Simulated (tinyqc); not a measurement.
MOS structure on a p-type body with a surface-enhanced doping, non-linear Poisson equation by Newton steps: one step of the calculation.

One dimension, insulator interface at x = 0, acceptor density Na + N0 exp(-x/Ls), net doping C = -(acceptor density). psi is counted from the intrinsic level: n = ni exp((psi - Vb)/Vt), p = ni exp(-psi/Vt); deep in the body psi_b = -Vt ln(Na/ni). The gate acts through Cox = eps0 eox/tox and has the potential psi_G = Vg - (phiM - chi - Vt ln(Nc/ni)). Boltzmann statistics, full ionisation, classical densities, no oxide or interface charge.

Question. Scales and end potentials. ni = sqrt(Nc Nv) exp(-Eg/(2 Vt)), Eg in volts; Cox, psi_G and psi_b as defined.

Inputs (values chosen for the exercise); band and dielectric values close to those of silicon:
```
symbol    value   unit                                                                 meaning
T           300      K                                                             temperature
Eg         1.14     eV                                                                band gap
Nc      2.78e19  cm^-3                                  conduction-band density of states at T
Nv       2.6e19  cm^-3                                     valence-band density of states at T
chi        4.11     eV                                                       electron affinity
Na       1.5e16  cm^-3                                       acceptor density deep in the body
eox         3.9         relative permittivity of the gate insulator (close to silicon dioxide)
tox         4.4     nm                                                     insulator thickness
phiM       4.36     eV                                                      gate work function
Vg          0.2      V                                           gate voltage against the body
```

Constants: q = 1.602176634e-19 C, kB = 1.380649e-23 J/K, Vt = kB T/q, eps0 = 8.8541878128e-14 F/cm where lengths are in cm. Results are converted to the units shown.

Wanted: ni; Cox; psi_G; psi_b.

Answer.

ni = 7.1438e9 cm^-3
Cox = 0.78480 uF/cm^2
psi_G = 0.52087 V
psi_b = -0.37634 V

Program tinyqc, `OMP_NUM_THREADS=1 python tinyqc.py 2080149 2080150 out.jsonl`; Intel Xeon 2.30GHz, shared host, one thread, about 0.4 s.
